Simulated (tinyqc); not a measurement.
Time-dependent dielectric breakdown: cell percolation, Weibull statistics, area scaling and voltage extrapolation: one step, computed by the program tinyqc. Command: `OMP_NUM_THREADS=1 python tinyqc.py 3019093 3019094 out.jsonl tddb walk`. One thread of a shared host (Intel(R) Xeon(R) Processor @ 2.30GHz), about 0.01 s of CPU time with the checks.

The oxide is divided into columns of area a^2, each holding m = t_ox/a cells (m is taken as continuous). A share lambda(t) = (t/t_1)^alpha of the cells is defective, and a column whose cells are all defective breaks down.

Problem. A sample of breakdown times. Each device fails at t = t63 (-ln(1 - u))^(1/beta). Sort the times; median rank F_i = (i - 0.3)/(n_s + 0.4) for n_s devices; W = ln(-ln(1 - F_i)).

characteristic life t63 = 40.91011 s

uniform random numbers u: [0.3884, 0.0796, 0.8444, 0.4527, 0.6681, 0.9803, 0.3674, 0.2580, 0.1210]

Weibull slope beta = 1.992857

Give: Weibull plot.

Solution.

Weibull plot:
```
i,t (s),F_i,ln t,W
1,11.730,0.07447,2.4621,-2.5589
2,14.638,0.18085,2.6836,-1.6120
3,22.299,0.28723,3.1046,-1.0829
4,27.645,0.39362,3.3194,-0.6927
5,28.650,0.50000,3.3551,-0.3665
6,31.733,0.60638,3.4574,-0.0700
7,42.971,0.71277,3.7605,0.2211
8,55.863,0.81915,4.0229,0.5365
9,81.271,0.92553,4.3978,0.9545
```

Caution: t_1 is an input here; in a real oxide it changes with thickness at fixed voltage.
